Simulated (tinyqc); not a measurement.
Worked calculation: Pariser-Parr-Pople SCF with singles CI, for the molecule O=C1C=CC(=O)C=C1 (SMILES; centres numbered as the heavy atoms are written). One step of it, computed by the program tinyqc.

Task: PPP integrals. Ohno: gamma = 14.399645/sqrt(R^2 + a^2), a = 2 x 14.399645/(gamma_rr + gamma_ss); H_rr = -W_r - sum_(s != r) z_s gamma_rs; H_rs = beta for bonds.

Centres (angstrom, eV; a flat drawing with bonds scaled to 1.40 angstrom):
```
centre          x          y  core charge z          W   gamma_rr
1O       2.800000   0.000000              1  20.280000  13.020000
2C       1.400000   0.000000              1  10.880000  12.490000
3C       0.700000   1.212000              1  10.880000  12.490000
4C      -0.700000   1.212000              1  10.880000  12.490000
5C      -1.400000   0.000000              1  10.880000  12.490000
6O      -2.800000   0.000000              1  20.280000  13.020000
7C      -0.700000  -1.212000              1  10.880000  12.490000
8C       0.700000  -1.212000              1  10.880000  12.490000
```

Resonance integrals (eV):
```
i  j       beta
1  2  -2.720000
2  3  -2.600000
3  4  -2.600000
4  5  -2.600000
5  6  -2.720000
5  7  -2.600000
7  8  -2.600000
8  2  -2.600000
```

Give: repulsion gamma_rs; core matrix H.

Result:

repulsion gamma_rs (eV), order 1O, 2C, 3C, 4C, 5C, 6O, 7C, 8C:
$$\begin{pmatrix}
13.020 & 8.007 & 5.384 & 3.719 & 3.311 & 2.523 & 3.719 & 5.384 \\
8.007 & 12.490 & 7.941 & 5.363 & 4.755 & 3.311 & 5.363 & 7.941 \\
5.384 & 7.941 & 12.490 & 7.940 & 5.363 & 3.719 & 4.756 & 5.365 \\
3.719 & 5.363 & 7.940 & 12.490 & 7.941 & 5.384 & 5.365 & 4.756 \\
3.311 & 4.755 & 5.363 & 7.941 & 12.490 & 8.007 & 7.941 & 5.363 \\
2.523 & 3.311 & 3.719 & 5.384 & 8.007 & 13.020 & 5.384 & 3.719 \\
3.719 & 5.363 & 4.756 & 5.365 & 7.941 & 5.384 & 12.490 & 7.940 \\
5.384 & 7.941 & 5.365 & 4.756 & 5.363 & 3.719 & 7.940 & 12.490
\end{pmatrix}$$

core matrix H (eV), order 1O, 2C, 3C, 4C, 5C, 6O, 7C, 8C:
$$\begin{pmatrix}
-52.325 & -2.720 & 0.000 & 0.000 & 0.000 & 0.000 & 0.000 & 0.000 \\
-2.720 & -53.562 & -2.600 & 0.000 & 0.000 & 0.000 & 0.000 & -2.600 \\
0.000 & -2.600 & -51.348 & -2.600 & 0.000 & 0.000 & 0.000 & 0.000 \\
0.000 & 0.000 & -2.600 & -51.348 & -2.600 & 0.000 & 0.000 & 0.000 \\
0.000 & 0.000 & 0.000 & -2.600 & -53.562 & -2.720 & -2.600 & 0.000 \\
0.000 & 0.000 & 0.000 & 0.000 & -2.720 & -52.325 & 0.000 & 0.000 \\
0.000 & 0.000 & 0.000 & 0.000 & -2.600 & 0.000 & -51.348 & -2.600 \\
0.000 & -2.600 & 0.000 & 0.000 & 0.000 & 0.000 & -2.600 & -51.348
\end{pmatrix}$$
